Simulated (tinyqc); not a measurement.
Trading HF for NH4F at fixed fluoride: speciation in dilute and buffered hydrofluoric acid, oxide etch rate and bath loading. Computed by tinyqc, a small Python program. Command: `OMP_NUM_THREADS=1 python tinyqc.py 3120960 3120961 out.jsonl hfetch walk`. One thread of a shared host (Intel(R) Xeon(R) Processor @ 2.30GHz), about 0.01 s of CPU time with the checks.

Concentrations stand for activities, NH4+ and Cl- are spectators, and water ionisation is neglected. H, F and HF2 denote the ions H+, F- and HF2-. The base temperature is 298 K.

Inputs (values chosen for the exercise, of the order of those for thermal oxide at room temperature):
```
quantity                           value            unit
HF added                            0.31           mol/L
NH4F added                             0           mol/L
K1 = [H][F]/[HF]                 0.00072           mol/L
K2 = [HF2]/([HF][F])                4.23           L/mol
K3 = [H2F2]/[HF]^2                     0           L/mol
rate constant of neutral HF k_a       12  nm L/(min mol)
rate constant of HF2 k_b              57  nm L/(min mol)
```

Method:
- Fluoride balance: [HF] + [F] + 2 [HF2] + 2 [H2F2] = HF added + NH4F added. Acid balance: [H] + [HF] + [HF2] + 2 [H2F2] = HF added + HCl added. For a trial [H], [HF] = [H][F]/K1, and the fluoride balance is a quadratic in [F].
- Rate = k_a ([HF] + 2 [H2F2]) + k_b [HF2], an empirical two-term form.
- Total fluoride is held at HF + NH4F added, without HCl; x is the share added as HF.

Against x:
```
x         pH  [F] (mol/L)  [HF] (mol/L)  [HF2] (mol/L)  rate (nm/min)
0.05  4.7536      0.28604       0.00701       0.008477         0.5672
0.15  4.1609      0.24017       0.02303       0.023399         1.6101
0.30  3.6674      0.17743       0.05300       0.039781         2.9036
0.40  3.4003      0.14035       0.07756       0.046045         3.5553
0.50  3.1484      0.10749       0.10607       0.048224         4.0216
0.60  2.8989      0.07899       0.13847       0.046269         4.2989
0.75  2.5040      0.04438       0.19311       0.036253         4.3838
0.90  2.0374      0.01956       0.24921       0.020617         4.1657
1.00  1.6806      0.00959       0.27787       0.011272         3.9769
```

What does the comparison show, and why?

[HF2] is largest at x = 0.5 and the rate at x = 0.75 among these rows; HF2 needs both HF and F. At its best the mixture etches 1.10 times as fast as HF alone.

Extremes, crossings and ranges named in words are read from the listed rows.
